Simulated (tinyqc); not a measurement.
# Worked calculation: read current of a NAND string, cells in series solved by shooting

Computed by the program tinyqc: `OMP_NUM_THREADS=1 python tinyqc.py 2142271 2142272 out.jsonl`, one thread of a shared Intel Xeon 2.30GHz, about 0.8 s for the whole run. Printed values are rounded.

Cells in series, numbered from 0 at the source line (0 V) to the bit line, each followed by a gap resistance Rg. A cell with gate Vg, threshold VT, source Vs and drain Vd passes I = 2 nf K Vt^2 [F(Vs) - F(Vd)]/(1 + th max(Vg - VT, 0)), F(V) = ln^2(1 + exp((Vg - VT - nf V)/(2 nf Vt))). The selected cell has Vg = Vr, the others Vg = Vp.

Values chosen for this exercise; values of the order met in vertical NAND strings:
- T = 358 K (temperature)
- K = 21 uA/V^2 (gain factor of a cell)
- nf = 2.4 (slope factor)
- th = 0.03 1/V (mobility reduction factor)
- Rg = 21 kohm (resistance of the gap between cells)
- Vbl = 0.4 V (bit-line voltage)
- Vp = 6.3 V (pass voltage)
- Vr = 1.46 V (read voltage on the selected word line)

Constants: q = 1.602176634e-19 C, kB = 1.380649e-23 J/K, Vt = kB T/q. Results are converted to the units shown.

## Step 1: node voltages for a trial current

first trial current = 0.99 uA
thresholds from the source end, cell 0 to 4 (V): [4.2, 4.2, 0.4, -0.7, -0.7]

For a trial current I start at 0 V and, cell by cell (the selected one is cell 2), solve for the drain: sqrt(F(Vd)) = sqrt(F(Vs) - I/k), k = 2 nf K Vt^2/(1 + th max(Vg - VT, 0)), Vd = [Vg - VT - 2 nf Vt ln(exp(sqrt F) - 1)]/nf, then add I Rg.

node voltage after each cell and gap, trial 1, cell 0 to 4 (V): [0.0449879, 0.0913279, 0.176082, 0.205558, 0.235129]

## Step 2: node voltages for a trial current

second trial current = 1.4 uA

As before.

node voltage after each cell and gap, trial 2, cell 0 to 4 (V): [0.0638232, 0.130480, 0.274148, 0.316298, 0.358656]

## Course of the secant iteration

Secant steps on the end voltage less Vbl, from the two trials; a trial above the saturation current of a cell has no solution and is moved halfway to the previous trial. Stop below 1e-9 V.

Course of the iteration:

| iteration | I (uA) | end voltage - Vbl (V) | halvings |
|---|---|---|---|
| 1 | 1.53723 | 0.0104 | 0 |
| 2 | 1.50964 | -7.90e-4 | 0 |
| 3 | 1.51158 | -1.59e-5 | 0 |
| 4 | 1.51162 | 2.39e-8 | 0 |
| 5 | 1.51162 | -7.22e-13 | 0 |

Converged in 5 iterations to I = 1.5116 uA. The selected cell takes 33.8 % of the bit-line voltage and the gaps together 39.7 %.
